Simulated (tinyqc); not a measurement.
## The weight eta from points of equal mobility

Problem. If the mobility depends on E = q (Ndep + eta Ns)/(eps0 eps_r) alone, two points of equal mobility on its falling branch have equal E. Find eta and E.

Parameters, values chosen for the exercise:
```
symbol  value  unit                                     meaning
eps_r    11.8        relative permittivity of the semiconductor
```

Constants: q = 1.602176634e-19 C, eps0 = 8.8541878128e-14 F/cm where lengths are in cm. Results are converted to the units shown.

Ndep at two body biases (cm^-2): 2.2038204e12  3.7223557e12
Ns at which the mobility is the same (cm^-2): 1.4e13  1.1187898e13

Answer. eta is the ratio of the differences of Ndep and Ns.

eta = 0.540
E = 1.50 MV/cm

Numbers from tinyqc (`OMP_NUM_THREADS=1 python tinyqc.py 2510049 2510050 out.jsonl`; about 0.01 s on one thread of a shared Intel Xeon 2.30GHz).
